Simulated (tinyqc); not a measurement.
Inside a calculation. Model: reverse leakage of an n+-p junction: diffusion, generation, trap-assisted and band-to-band tunnelling.

Computed by the program tinyqc: `OMP_NUM_THREADS=1 python tinyqc.py 2290061 2290062 out.jsonl`, one thread of a shared Intel Xeon 2.30GHz, about 0.01 s for the whole run. Printed values are rounded; ~0 in a residual or rate marks an entry under 1e-11 of the largest of its column.

One-sided abrupt junction in the depletion approximation, x from the junction (0) to W on the p side, field F = F0 (1 - x/W). Flat quasi-Fermi levels, long p side. Traps generate through SRH with both lifetimes shortened by 1 + Gamma (Hurkx enhancement, form for moderate fields); band-to-band generation is local and needs a total bending above Eg.

Values chosen for this exercise; band and dielectric values close to those of silicon: temperature T = 300 K; band gap Eg = 1.12 eV; relative permittivity eps_r = 11.5; conduction-band density of states at T Nc = 2.8e19 cm^-3; valence-band density of states at T Nv = 2.63e19 cm^-3; acceptor density of the lighter side Na = 8.2e16 cm^-3; donor density of the heavier side Nd = 1e20 cm^-3; SRH lifetime of both carriers at zero field tau = 5e-6 s; trap level above the intrinsic level Et = 0 eV; tunnelling mass mt = 0.26 m0; electron diffusion coefficient on the lighter side Dn = 4.9 cm^2/s; band-to-band prefactor Ab = 5.8e14 cm^-0.5 V^-2.5 s^-1; band-to-band field constant Bb = 1.85e7 V/cm; reverse bias VR = 0.5 V.

Constants: q = 1.602176634e-19 C, kB = 1.380649e-23 J/K, hbar = 1.054571817e-34 J s, m0 = 9.1093837015e-31 kg, Vt = kB T/q, eps0 = 8.8541878128e-14 F/cm where lengths are in cm. Results are converted to the units shown.

Range of the model: The n+ side is degenerate, so Vbi from Boltzmann statistics is only a guide.

## Field, scales and diffusion current

ni = sqrt(Nc Nv) exp(-Eg/(2 Vt)), Eg in volts; Vbi = Vt ln(Na Nd/ni^2); W = sqrt(2 eps0 eps_r (Vbi + VR)/(q Na)); F0 = 2 (Vbi + VR)/W; FG = sqrt(24 mt m0 (kB T)^3)/(q hbar); J_diff = q ni^2 sqrt(Dn/tau)(1 - exp(-VR/Vt))/Na.

ni = 1.06162e10 cm^-3
Vbi = 1.00373 V
W = 152.672 nm
F0 = 196.987 kV/cm
FG = 376.147 kV/cm
J_diff = 2.17997e-13 A/cm^2

## Generation rates across the layer

u = (Vbi + VR)(1 - x/W)^2, p = Na exp(-u/Vt), n = Nd exp((u - Vbi - VR)/Vt); G0 = ni^2 (1 - exp(-VR/Vt))/(tau (n + p + 2 ni cosh(Et/Vt))); Gamma = 2 sqrt(3 pi)(F/FG) exp((F/FG)^2); trap-assisted part G0 Gamma; G_bb = Ab F^2.5 exp(-Bb/F) with F in V/cm, zero unless Vbi + VR > Eg. 15 equal steps.

```
point   x (nm)  F (kV/cm)     Gamma  G0 (cm^-3 s^-1)  G0 Gamma (cm^-3 s^-1)  G_bb (cm^-3 s^-1)
0        0.000    196.987   4.23016        2.25409e5              9.53517e5        1.63270e-13
1       10.178    183.855   3.81102        4.06349e8              1.54860e9        1.67752e-16
2       20.356    170.722   3.42423       4.36617e11             1.49508e12        6.06277e-20
3       30.534    157.590   3.06596       2.21545e14             6.79249e14        5.94259e-24
4       40.713    144.457   2.73277       1.05120e15             2.87267e15                 ~0
5       50.891    131.325   2.42155       1.06155e15             2.57060e15                 ~0
6       61.069    118.192   2.12950       1.05833e15             2.25372e15                 ~0
7       71.247    105.060   1.85407       8.47975e14             1.57220e15                 ~0
8       81.425     91.927   1.59292       8.05873e13             1.28369e14                 ~0
9       91.603     78.795   1.34389       3.01830e12             4.05626e12                 ~0
10     101.782     65.662   1.10499       1.76165e11             1.94661e11                 ~0
11     111.960     52.530  0.874351       1.71998e10             1.50387e10                 ~0
12     122.138     39.397  0.650191        2.81590e9              1.83087e9                 ~0
13     132.316     26.265  0.430827        7.73127e8              3.33084e8                 ~0
14     142.494     13.132  0.214627        3.55985e8              7.64040e7                  0
15     152.672      0.000         0        2.74889e8                      0                  0
```

## Current components

Each current is q times the trapezoid sum of its rate; J adds J_diff; J_bb under 1e-8 of the sum is given as 0.

J_SRH = 7.05261e-10 A/cm^2
J_TAT = 1.64419e-9 A/cm^2
J_bb = 0 A/cm^2
J = 2.34967e-9 A/cm^2

A fine grid gives J = 2.395e-9 A/cm^2; the coarse sum is 1.9 % below it. On the fine grid the largest part is trap-assisted tunnelling (70.1 %). The simple estimate q ni W/(2 tau cosh(Et/Vt)) is 3.63 times the fine-grid J_SRH of 7.157e-10 A/cm^2, since near both edges n or p is large enough to quench generation.
